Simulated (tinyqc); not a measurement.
Inside a calculation. Model: free and trapped electrons in a MOS channel with a dense trap tail.

Computed by the program tinyqc: `OMP_NUM_THREADS=1 python tinyqc.py 2222099 2222100 out.jsonl`, one thread of a shared Intel Xeon 2.30GHz, about 0.02 s for the whole run. Printed values are rounded.

p-type body, charge-sheet picture, full ionisation (an idealisation for deep acceptors), Boltzmann statistics for free electrons. e = Ec - EF at the surface. Acceptor-like traps of density D(E) = D0 + De exp(-E/Ew) at depth E below Ec, from 0 to Eu, hold n_t = integral of D(E)/(1 + exp((e - E)/Vt)). psi = Eg - Vt ln(Nv/Na) - e; N_dep = sqrt(2 eps0 eps_r Na (psi - Vt)/q); n_f = sqrt(N_dep^2 + 2 eps0 eps_r Vt Nc exp(-e/Vt)/q) - N_dep; Vg = Vfb + psi + q (N_dep + n_t + n_f)/Cox, Cox = eps0 eox/tox.

Parameters, values chosen for the exercise; band and dielectric values close to those of 4H silicon carbide:
- T = 300 K (temperature)
- Eg = 3.26 eV (band gap)
- eps_r = 9.71 (relative permittivity)
- Nc = 1.69e19 cm^-3 (conduction-band density of states at T)
- Nv = 2.5e19 cm^-3 (valence-band density of states at T)
- eox = 3.9 (relative permittivity of the insulator)
- tox = 68 nm (insulator thickness)
- Na = 1.8e17 cm^-3 (acceptor density)
- Vfb = -2.48 V (flat-band voltage without trapped charge)
- D0 = 1.2e10 cm^-2 eV^-1 (constant background density of acceptor-like traps)
- De = 3.8e13 cm^-2 eV^-1 (density of the tail at the conduction edge)
- Ew = 0.07 eV (decay energy of the tail)
- Eu = 0.86 eV (depth below Ec down to which the traps reach)
- mf = 110 cm^2/(V s) (mobility of free electrons)
- e = 0.112 eV (Ec - EF at the surface)

Constants: q = 1.602176634e-19 C, kB = 1.380649e-23 J/K, Vt = kB T/q, eps0 = 8.8541878128e-14 F/cm where lengths are in cm. Results are converted to the units shown.

## Trapped charge

Trapezoid rule on 14 equal steps from 0 to Eu, f = 1/(1 + exp((e - E)/Vt)).

```
point     E (eV)  D(E) f (cm^-2 eV^-1)
0              0            4.92874e11
1      0.0614286            1.95884e12
2       0.122857            3.97197e12
3       0.184286            2.58587e12
4       0.245714            1.14138e12
5       0.307143            4.84032e11
6       0.368571            2.08367e11
7           0.43            9.36530e10
8       0.491429            4.59515e10
9       0.552857            2.61170e10
10      0.614286            1.78699e10
11      0.675714            1.44407e10
12      0.737143            1.30148e10
13      0.798571            1.24220e10
14          0.86            1.21755e10
```

n_t = 6.65053e11 cm^-2

With 1600 steps n_t = 6.682e11 cm^-2; the coarse value is 0.47 % below it.

## Charges and gate voltage

psi, N_dep, n_f and Vg as defined, with the n_t given; free share n_f/(n_f + n_t); apparent mobility mf n_f/(n_f + n_t); gate voltage spent on traps q n_t/Cox.

psi = 3.02045 V
N_dep = 2.40519e12 cm^-2
n_f = 1.27709e10 cm^-2
Vg = 10.2675 V
free share = 1.88410 %
apparent mobility = 2.07251 cm^2/(V s)
gate voltage spent on traps = 2.09827 V
